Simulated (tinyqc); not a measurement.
Minority carriers and saturation current of a heavily doped emitter: effect of temperature on the narrowing factor.

n-type, parabolic bands, full ionisation. eta = (EF - Ec)/kB T solves N = Nc F12(eta), F12(x) = (2/sqrt(pi)) int_0^infinity sqrt(u)/(1 + exp(u - x)) du. The gap shrinks rigidly by dEg = E1 [ln(N/N0) + sqrt(ln^2(N/N0) + 0.5)], an empirical law that is here taken as the true narrowing.

Nc is given at 350 K and scales as T^1.5; dEg is held. The factor nie^2/ni^2 = exp(dEg/kB T) g, g = F12(eta) exp(-eta), divides the current gain of a transistor with this emitter.

Values chosen for this exercise; band and dielectric values close to those of silicon: conduction-band density of states at 350 K Nc = 3.59e19 cm^-3; ionised donor density N = 7.9e19 cm^-3; energy of the narrowing law E1 = 8 meV; density of the narrowing law N0 = 1.6e17 cm^-3.

Constants: q = 1.602176634e-19 C, kB = 1.380649e-23 J/K, Vt = kB T/q. Results are converted to the units shown.

Results:

| T (K) | eta | g | nie^2/ni^2 | its logarithm |
|---|---|---|---|---|
| 150 | 4.586 | 0.07997 | 176.9 | 5.176 |
| 200 | 3.318 | 0.1846 | 59.55 | 4.087 |
| 250 | 2.523 | 0.2924 | 29.71 | 3.392 |
| 300 | 1.965 | 0.3886 | 18.28 | 2.906 |
| 400 | 1.210 | 0.5371 | 9.647 | 2.267 |
| 450 | 0.9346 | 0.5928 | 7.725 | 2.044 |

Estimate the missing row, T = 350 K.

Computed row:

| T (K) | eta | g | nie^2/ni^2 | its logarithm |
|---|---|---|---|---|
| 350 | 1.544 | 0.4698 | 12.75 | 2.545 |

With this row back in the table: The factor falls from 177 to 7.72. Its slope against q/kB T is 56.3 meV between the first two rows and 68.9 meV between the last two, against dEg = 99.6 meV: degeneracy takes back part of the narrowing. The factor grows on cooling, so the current gain of such a transistor falls.

Range of the model: Band tails, non-parabolic bands and incomplete ionisation are left out.

Numbers from tinyqc (`OMP_NUM_THREADS=1 python tinyqc.py 2330032 2330033 out.jsonl`; about 0.01 s on one thread of a shared Intel Xeon 2.30GHz).
